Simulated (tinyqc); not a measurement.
MOS structure on a p-type body, non-linear Poisson equation by Newton steps: charge and capacitance against gate voltage.

One dimension, insulator interface at x = 0, acceptor density Na, uniform, net doping C = -(acceptor density). psi is counted from the intrinsic level: n = ni exp((psi - Vb)/Vt), p = ni exp(-psi/Vt); deep in the body psi_b = -Vt ln(Na/ni). The gate acts through Cox = eps0 eox/tox and has the potential psi_G = Vg - (phiM - chi - Vt ln(Nc/ni)). Boltzmann statistics, full ionisation, classical densities, no oxide or interface charge.

ni = sqrt(Nc Nv) exp(-Eg/(2 Vt)), Eg in volts. The Poisson equation d/dx(eps0 eps_r dpsi/dx) = -q (p - n + C), with eps0 eps_r dpsi/dx = -Cox (psi_G - psi_0) at x = 0, is solved on a mesh of about 600 nodes or more. N_inv is the integral of n less its value deep in the body. C_LF = Cox (1 - dpsi_0/dVg) with all carriers following; C_HF is the same with the electron quasi-Fermi level shifting uniformly so that N_inv stays fixed. The centroid is that of the same excess.

Inputs (values chosen for the exercise); band and dielectric values those of a made-up semiconductor:
```
symbol,value,unit,meaning
T,300,K,temperature
Eg,1.08,eV,band gap
eps_r,14,,relative permittivity
Nc,2.76e19,cm^-3,conduction-band density of states at T
Nv,2.5e19,cm^-3,valence-band density of states at T
chi,4.84,eV,electron affinity
Na,6.9e15,cm^-3,acceptor density deep in the body
eox,25.2,,relative permittivity of the gate insulator (close to zirconium oxide)
tox,36,nm,insulator thickness
phiM,5.48,eV,gate work function
Vb,0,V,electron quasi-Fermi potential against the body
```

Constants: q = 1.602176634e-19 C, kB = 1.380649e-23 J/K, Vt = kB T/q, eps0 = 8.8541878128e-14 F/cm where lengths are in cm. Results are converted to the units shown.

Charge and capacitance against gate voltage:
```
Vg (V)	psi_0 - psi_b (V)	N_inv (cm^-2)	C_LF/Cox	C_HF/Cox	centroid (nm)
0.18	0.359	8.67e4	0.0681	0.0681	11.7
0.38	0.547	9.73e7	0.0561	0.0553	8.96
0.58	0.722	6.37e10	0.378	0.0486	7.24
0.78	0.793	5.52e11	0.786	0.0480	5.11
0.98	0.825	1.20e12	0.877	0.0480	3.89
1.18	0.846	1.89e12	0.914	0.0481	3.17
1.38	0.861	2.61e12	0.935	0.0481	2.69
1.58	0.872	3.34e12	0.947	0.0481	2.35
```

What does the table show?

N_inv goes from 86700 to 3.34e12 cm^-2 and passes 2e11 cm^-2 at Vg = 0.652 V. Below threshold it takes 65.6 mV a decade between Vg = 0.18 and 0.38 V, against Vt ln 10 = 59.5 mV. C_LF/Cox is lowest, 0.0561, at Vg = 0.38 V among the rows listed and ends at 0.947, while C_HF/Cox ends at 0.0481. Between the last two rows q dN_inv/dVg is 0.941 Cox. Above about 2e12 cm^-2 degeneracy matters too.

Computed by the program tinyqc: `OMP_NUM_THREADS=1 python tinyqc.py 2080146 2080147 out.jsonl`, one thread of a shared Intel Xeon 2.30GHz, about 0.3 s for the whole run.
